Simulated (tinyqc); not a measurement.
RKS/PBE in the sto-3g basis, for H4, spin multiplicity 1, step by step. One step of it, computed by the program tinyqc.

Problem. Iteration 2: DIIS coefficients. Solve [B -1; -1 0][c; lambda] = [0; -1] for the coefficients, which sum to one.

B (overlaps of the stored error matrices):
```
,1,2
1,3.5493111e-02,1.8359505e-01
2,1.8359505e-01,9.6198437e-01
```

Give: DIIS coefficients.

Solution.

DIIS coefficients: 1.2350  -0.2350
